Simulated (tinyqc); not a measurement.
# Gate voltage for a given inversion charge

Inverse problem. p-type body, charge-sheet picture, depletion and inversion only, full ionisation (an idealisation for deep acceptors), Boltzmann statistics (rough once Na exp(x - xn) passes about Nc/7). In units of Vt: xg = (Vg - Vfb)/Vt, x = psi/Vt, G = gamma/sqrt(Vt), xn = (2 phiF + Vc)/Vt. The implicit equation is (xg - x)^2 = G^2 [x - 1 + exp(x - xn)] for x above about 3. Cox = eps0 eox/tox. ni = sqrt(Nc Nv) exp(-Eg/(2 Vt)), Eg in volts; phiF = Vt ln(Na/ni); gamma = sqrt(2 q eps0 eps_r Na)/Cox. N_inv = (Cox Vt G/q) [sqrt(x - 1 + exp(x - xn)) - sqrt(x - 1)]. Find x - xn, psi and Vg.

Values chosen for this exercise; band and dielectric values close to those of silicon:
- T = 400 K (temperature)
- Eg = 1.13 eV (band gap)
- eps_r = 11.6 (relative permittivity)
- Nc = 4.33e19 cm^-3 (conduction-band density of states at T)
- Nv = 4e19 cm^-3 (valence-band density of states at T)
- eox = 21.9 (relative permittivity of the gate insulator (close to hafnium oxide))
- tox = 24 nm (insulator thickness)
- Na = 5.1e17 cm^-3 (acceptor density)
- Vfb = -0.4 V (flat-band voltage)
- Vc = 0 V (channel-body voltage)

Constants: q = 1.602176634e-19 C, kB = 1.380649e-23 J/K, Vt = kB T/q, eps0 = 8.8541878128e-14 F/cm where lengths are in cm. Results are converted to the units shown.

N_inv = 2.9e10 cm^-2

Solution. N_inv rises steadily with x, so it fixes x; the implicit equation then gives xg directly.

x - xn = -0.541
psi = 0.808 V
Vg = 0.860 V

Numbers from tinyqc (`OMP_NUM_THREADS=1 python tinyqc.py 2122246 2122247 out.jsonl`; about 0.01 s on one thread of a shared Intel Xeon 2.30GHz).
